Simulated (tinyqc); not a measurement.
## Sneak resistance and off state from two reads

Inverse problem. A cell Rc in parallel with a sneak path Rsn = K Ron [2/(N - 1) + 1/(N - 1)^2], N = 16, is read through a sense resistor Ron: Vout = Vr Ron/(Ron + Rc Rsn/(Rc + Rsn)). In the low state Rc = Ron. Find Rsn, K and Roff.

Parameters, values chosen for the exercise: resistance of the low state Ron = 20 kohm; read voltage Vr = 0.2 V.

Vout with the selected cell low and high (mV): [103.501946, 29.4360385]

Answer. Each read gives the parallel resistance; the first yields Rsn, the second then Roff.

Rsn = 276 kohm
K = 100
Roff = 200 kohm

Program tinyqc, `OMP_NUM_THREADS=1 python tinyqc.py 2880014 2880015 out.jsonl`; Intel Xeon 2.30GHz, shared host, one thread, about 0.02 s.
